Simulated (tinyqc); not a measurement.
# Inputs raised by 2 %, one at a time

Model: epitaxial growth on a vicinal surface: Burton-Cabrera-Frank step flow, step-edge barrier and island nucleation. Computed by tinyqc, a small Python program. Command: `OMP_NUM_THREADS=1 python tinyqc.py 3012206 3012207 out.jsonl stepflow sens`. One thread of a shared host (Intel(R) Xeon(R) Processor @ 2.30GHz), about 0.05 s of CPU time with the checks.

Adatoms land at rate F, hop on a square grid (a simplification for hexagonal faces), desorb, or join steps. Lengths are in units of a and n is the adatom coverage. Steps ascend at x = 0 and descend at x = l.

Inputs (values chosen for the exercise, close to those used for GaAs(001)):
```
quantity                                    value      unit
site spacing a                                  4  angstrom
step height h                                2.83  angstrom
diffusion barrier E_d                        1.37        eV
desorption energy E_a                        2.48        eV
adatom formation energy E_f                 0.942        eV
step-edge barrier E_s                       0.048        eV
attempt frequency nu                           10       THz
deposition rate F                            0.12  layers/s
miscut angle                                  0.1   degrees
temperature T                                 550         C
critical nucleus size i                         2         -
binding energy of the critical nucleus E_i   0.41        eV
```

Constants: k_B = 8.617333262e-05 eV/K.

Method:
- D = nu exp(-E_d/(k_B T)) (a^2/s, nu counted per direction); tau = exp(E_a/(k_B T))/nu; x_s = sqrt(D tau); n_eq = exp(-E_f/(k_B T)); terrace width l = h/(a tan(miscut)); Schwoebel length l_s = exp(E_s/(k_B T)) - 1.
- Temperatures in kelvin are T(C) + 273.15.
- D n'' - n/tau + F = 0 with n(0) = n_eq and -l_s n'(l) = n(l) - n_eq. With u = n - F tau, A = n_eq - F tau, y = l/x_s, s = l_s/x_s: u = A cosh(x/x_s) + B sinh(x/x_s), B = A (1 - cosh y - s sinh y)/(sinh y + s cosh y). Flux into the ascending step J+ = D B/x_s, over the descending one J- = -(D/x_s)(A sinh y + B cosh y); step velocity J+ + J-; growth rate (J+ + J-)/l. For small y: J+ + J- = (F - n_eq/tau) l, J-/J+ = l/(l + 2 l_s).
- The coverage peaks where n' = 0, tanh(x/x_s) = -B/A.
- Island density on a flat surface without desorption: N = 0.25 (F/D)^(i/(i+2)) exp(E_i/((i+2) k_B T)) per site, with E_i = 0 for i = 1; spacing l_n = N^(-1/2). Step flow needs an effective width l_eff = 2 x(peak) below l_n.

Runs; columns: (1) input moved; (2) from; (3) to; (4) ratio l_eff/l_n; (5) peak coverage; (6) island density N on a flat surface (per site); (7) growth rate (layers/s):
```
(1)                                 (2)      (3)     (4)       (5)        (6)      (7)
base run                              -        -  17.314  0.060335  0.0018157  0.11974
diffusion barrier E_d (eV)         1.37   1.3974  19.070  0.088667  0.0022025  0.11961
desorption energy E_a (eV)         2.48   2.5296  17.314  0.060418  0.0018157  0.11987
step-edge barrier E_s (eV)        0.048  0.04896  17.315  0.060343  0.0018157  0.11974
deposition rate F (layers/s)       0.12   0.1224  17.400  0.061542  0.0018337  0.12213
miscut angle (degrees)              0.1    0.102  16.975  0.058004  0.0018157  0.11975
adatom formation energy E_f (eV)  0.942  0.96084  17.314  0.060334  0.0018157  0.11974
```

Exponents ln(y'/y) / ln(x'/x):
```
input                        ratio l_eff/l_n  peak coverage  island density N on a flat surface  growth rate
diffusion barrier E_d                  4.877         19.441                               9.753       -0.052
desorption energy E_a                  0.000          0.070                               0.000        0.056
step-edge barrier E_s                  0.003          0.007                               0.000        0.000
deposition rate F                      0.250          1.000                               0.500        1.000
miscut angle                          -0.998         -1.990                               0.000        0.004
adatom formation energy E_f            0.000          0.000                               0.000        0.000
```

To which inputs is each result most sensitive?

Among the inputs moved here: ratio l_eff/l_n answers most in size to diffusion barrier E_d (exponent +4.877), next to miscut angle (-0.998); its exponent is below 0.0005 for desorption energy E_a, adatom formation energy E_f. Its exponent -0.998 in miscut angle: terraces narrow as the miscut grows. Peak coverage answers most in size to diffusion barrier E_d (exponent +19.441), next to miscut angle (-1.990); its exponent is below 0.0005 for adatom formation energy E_f. Its exponent +1.000 in deposition rate F: the excess over n_eq dominates. Its exponent -1.990 in miscut angle: the excess coverage scales as F l^2/D. island density N on a flat surface answers most in size to diffusion barrier E_d (exponent +9.753), next to deposition rate F (+0.500); its exponent is below 0.0005 for desorption energy E_a, step-edge barrier E_s, miscut angle, adatom formation energy E_f. Its exponent +0.500 in deposition rate F: i/(i+2) with i = 2. Growth rate answers most in size to deposition rate F (exponent +1.000), next to desorption energy E_a (+0.056); its exponent is below 0.0005 for step-edge barrier E_s, adatom formation energy E_f. Its exponent +1.000 in deposition rate F: the growth follows the flux. Its exponent +0.004 in miscut angle: the steps stand close against x_s, so their spacing does not matter.

Caution (all rows): twice the distance from the ascending step to the coverage peak exceeds the expected island spacing [0.25 (F/D)^(i/(i+2)) exp(E_i/((i+2) k_B T))]^(-1/2) by 40 % or more, so islands nucleate and the step-flow values are formal. Caution (all rows): the prefactor 0.25 and the criterion are estimates, good to a factor of about two in length.

Extremes, crossings and ranges named in words are read from the listed rows.
